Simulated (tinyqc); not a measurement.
Inside a calculation: Koster-Slater impurity in an sp3s* host. Values are carried at full precision from step to step, so a last printed digit may differ when a step is redone from the rounded ones.

sp3s* tight binding, nearest neighbours only: anion (a) at 0, cation (c) at a/4 (1,1,1), orbitals s, px, py, pz, s* on each; k in units of 2 pi/a. With phases e_j = exp(i (pi/2) k.n_j) for n = (1,1,1), (1,-1,-1), (-1,1,-1), (-1,-1,1): g0 = (e1+e2+e3+e4)/4, g1 = (e1+e2-e3-e4)/4, g2 = (e1-e2+e3-e4)/4, g3 = (e1-e2-e3+e4)/4. The diagonal holds the levels Esa, Epa, Exa (s*) and Esc, Epc, Exc. Anion-cation block: <sa|sc> = Vss g0; <sa|xc> = Vsapc g1; <xa|sc> = -Vscpa g1; <xa|xc> = Vxx g0; <xa|yc> = <ya|xc> = Vxy g3, <xa|zc> = <za|xc> = Vxy g2, <ya|zc> = <za|yc> = Vxy g1; <s*a|xc> = Vxapc g1; <xa|s*c> = -Vpaxc g1; y and z take g2 and g3 in place of g1; s-s* and s*-s* vanish.

Values chosen for the exercise (out of a larger set: near a published set for AlAs; not measured data):
```
symbol  value                                                                                         unit  meaning
p       (-7.554, 0.982, -1.172, 3.579, 7.426, 6.744, -6.71, 1.885, 4.261, 5.143, 5.488, 4.54, 4.994)  eV    order Esa, Epa, Esc, Epc, Exa, Exc, Vss, Vxx, Vxy, Vsapc, Vscpa, Vxapc, Vpaxc
N       4                                                                                                   mesh
V       -4.7                                                                                          eV    shift of the s level
```

## The gap of the host

Gaps from the top of the valence band to Gamma, to the minimum on (x,0,0) from 0.5 to 1, and to L; the smallest is Eg.

top of the valence band on the scale of the parameters = -0.0085 eV

gaps (eV): Gamma 3.0756, Delta 2.2514, L 2.6935

Eg (smallest gap of the host) = 2.25142 eV

## Where the weight lies

A defect on a cation site (c) shifts the s level there by Vs or the three p levels by Vp and leaves the rest. A level in the gap solves 1/Vs = G_s(E) (symmetry A1) or 1/Vp = G_p(E) (T2, threefold), with G(E) = (1/N^3) sum over k and bands of w/(E - e), where w is the weight of the state on the s orbital of that site, or the mean weight on its px, py, pz. Mesh: k = f1 (-1,1,1) + f2 (1,-1,1) + f3 (1,1,-1), f = (j + 1/2)/N, j = 0 to N - 1. Energies from the top of the valence band at Gamma; the s* orbital of the site is left as it is. An infinite shift removes the s or p orbitals, the model of the ideal vacancy: G(E) = 0.

For each band: mean energy over the mesh and summed weights; each column of weights adds to one.

Bands:
```
band  mean energy (eV)  s weight  p weight
1              -10.385    0.1228    0.0295
2               -5.328    0.3339    0.0281
3               -1.681    0.0044    0.1095
4               -1.350    0.0012    0.1056
5                2.655    0.1188    0.1287
6                3.137    0.3574    0.0413
7                5.931    0.0006    0.2257
8                6.244    0.0003    0.2178
9                9.497    0.0529    0.0141
10              10.492    0.0077    0.0996
```

The filled bands hold 0.462 of the s orbital and 0.273 of each p orbital of the cation. Filled states add positive terms to G in the gap and empty ones negative terms.

## Green functions across the gap

G at nine energies E = Eg j/8.

G(E) (1/eV):
```
E (eV)       G_s       G_p
0.0000  -0.08750   0.03935
0.2814  -0.10904  -0.01650
0.5629  -0.13390  -0.05302
0.8443  -0.16395  -0.08571
1.1257  -0.20206  -0.11983
1.4071  -0.25324  -0.16069
1.6886  -0.32758  -0.21856
1.9700  -0.45018  -0.32819
2.2514  -0.81429  -1.15890
```

Both fall with E, as dG/dE = -sum w/(E - e)^2 demands. G_s keeps its sign, so the vacancy has no level of this symmetry in the gap. G_p changes sign, so the vacancy has a level of this symmetry in the gap.

## A first estimate from the table

A defect that shifts the s level of its cation site by V has a level where the host Green function G_s(E) equals 1/V; E is counted from the top of the valence band. Find it by linear interpolation between the two rows that bracket it.

1/V = -0.21277 1/eV
estimated level = 1.185 eV

## The level and its weight on the defect

Solve by bisection with the full sum. The weight of the bound state on the shifted orbital is G^2/(-G'), which is also dE/dV.

level = 1.1925 eV
G'(E) = -0.16611 1/eV^2
weight on the defect orbital = 0.2725

The level lies 1.193 eV above the valence band and 1.059 eV below the conduction band. Only 27.3 % of it sits on the shifted orbital, the rest on other orbitals (the s* of the same site among them), so a shift of 1 eV moves the level by about 273 meV.

## Checks

- Sum of the s weights over all bands against one: both 1.00000.
- First moment of the s weights against the s level of the site, on the scale of the parameters: both -1.17200.

Computed by tinyqc, a small Python program: `OMP_NUM_THREADS=1 python tinyqc.py 1452520 1452521 out.jsonl` (the numbers bound the seed that draws the inputs); one thread of a shared host (Intel(R) Xeon(R) Processor @ 2.30GHz), about 0.08 s for the whole set of steps.
